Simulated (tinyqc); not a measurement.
From results back to parameters: ellipsoidal valleys in the axes of a wafer and a channel. Two cases, with inputs chosen for the exercise.

Problem. A valley whose axis makes az^2 = 0.666667 with the surface normal has 1/mz = az^2/ml + (1 - az^2)/mt and mz md^2 = ml mt^2. Its confinement and density-of-states masses are given, and ml > mt.

Find: ml mt^2; mt; ml.

Method. Put ml = (mz md^2)/mt^2 into the first relation and solve for mt below (mz md^2)^(1/3), the value at which ml = mt; a scan of that range finds one root.

Case 1.

mz, md (m0): 0.2080996  0.2234390

Solution.

ml mt^2 = 0.010389
mt = 0.075 m0
ml = 1.847 m0

Case 2.

mz, md (m0): 0.2136975  0.2297187

Solution.

ml mt^2 = 0.011277
mt = 0.077 m0
ml = 1.902 m0

Computed by tinyqc, one run a case: `OMP_NUM_THREADS=1 python tinyqc.py N N+1 out.jsonl` with N = 1850113, 1850408; one thread of a shared Intel(R) Xeon(R) Processor @ 2.30GHz, about 0.01 s a run at most.
